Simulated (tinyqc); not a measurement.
# Length offset and series resistance from crossing lines

Problem. R_total = Rs + k (L - dL)/Vo with constant Rs, dL and k. Find k, dL and Rs.

R_total at (L, Vo) = (90, 0.32), (270, 0.32), (90, 0.84) and (270, 0.84), L in nm and Vo in V (ohm um): 649.25000  1999.2500  298.71429  813

Answer. At each overdrive R is a straight line in L with slope k/Vo; the two lines cross at L = dL, R = Rs.

k = 2.40 ohm um V/nm
dL = 14.5 nm
Rs = 83.0 ohm um

Computed by the program tinyqc: `OMP_NUM_THREADS=1 python tinyqc.py 2282010 2282011 out.jsonl`, one thread of a shared Intel Xeon 2.30GHz, about 0.05 s for the whole run.
